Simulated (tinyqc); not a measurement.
From thickness d back to growth time t: liquidus of a compound AB in a simple-solution melt, liquid-phase epitaxy and vapour pressures. Computed by tinyqc, a small Python program. Command: `OMP_NUM_THREADS=1 python tinyqc.py 3005989 3005990 out.jsonl liq35 inv`. One thread of a shared host (Intel(R) Xeon(R) Processor @ 2.30GHz), about 0.03 s of CPU time with the checks.

x is the atom fraction of B in the melt. The melt is a simple solution: R T ln gamma_B = W (1 - x)^2, R T ln gamma_A = W x^2, W = a + b T. The solid AB is stoichiometric.

Inputs (values chosen for the exercise, modelled on InAs for the melt): melting point T_F = 1215 K; entropy of fusion S_F = 61.9 J/(mol K); interaction a = 16.7 kJ/mol; interaction slope b = -40.2 J/(mol K); saturation temperature T = 1011 K; step dT = 6.2 K; cooling rate c = 0.22 K/min; diffusivity in the melt D = 8.1e-05 cm^2/s; molar volume of the melt V_L = 17.6 cm^3/mol; lattice constant a0 = 6.058 angstrom; melt depth w = 3.7 mm.

Growth programme: ramp cooling.

Constants: R = 8.314462618 J/(mol K); N_A = 6.02214076e+23 1/mol; k_B = 8.617333262e-05 eV/K.

Method:
- Liquidus (Vieland): f(x) = R T ln[4 x (1 - x)] + 2 W (1/2 - x)^2 + S_F (T_F - T) = 0.
- Newton steps with f' = (1 - 2x)[R T/(x (1 - x)) - 2 W], from the dilute estimate x = (1/4) exp[-(S_F (T_F - T) + W/2)/(R T)]; stop below 1e-13; f under 1e-6 shown as 0.
- dx/dT = -(df/dT)/f', df/dT = R ln[4 x (1 - x)] + 2 b (1/2 - x)^2 - S_F, f' = (1 - 2x)[R T/(x (1 - x)) - 2 W]. Concentrations: C_L = x N_A/V_L in the melt, C_S = 4/a0^3 in the solid; m = dT/dC_L.
- Semi-infinite melt (Hsieh): step d = 2 dT sqrt(D t/pi)/(C_S m); ramp d = (4/3) c sqrt(D/pi) t^(3/2)/(C_S m); supercooling is their sum. A melt of depth w can give at most w (undercooling)/(C_S m).

Task: A run gave the result below. Find the growth time t, known to lie between 2.5 and 7.6 min.

thickness d = 1.992611 micrometre

Result:

Each step takes the trial c = (a f_b - b f_a)/(f_b - f_a), f being the result less the target and a, b, c the logarithms of the listed values; c replaces end b, the old b replaces a if the sign of f changed, and otherwise f_a is halved.

Scan of the range:
```
growth time t (min)  thickness d (micrometre)
2.50                                  0.78933
3.01                                  1.04279
3.62                                  1.37534
4.36                                  1.81793
5.25                                  2.40208
6.31                                  3.16513
7.60                                  4.18377
```

False position (Illinois rule, in the logarithm of the input) inside the bracket:
```
step    end a    end b    trial  thickness d (micrometre)
1     4.36000  5.25000  4.60904                   1.97589
2     5.25000  4.60904  4.63264                   1.99109
3     5.25000  4.63264  4.63692                   1.99385
4     4.63264  4.63692  4.63500                   1.99261
5     4.63692  4.63500  4.63500                   1.99261
```

Thickness d rises at every point of a 13-point scan of the range (every second point is shown), so one value fits; it is bracketed by 4.36 and 5.25. The scan shows a pure power law with exponent 1.500, so scaling from any one row also gives the answer directly. Answer: growth time t = 4.635 min.
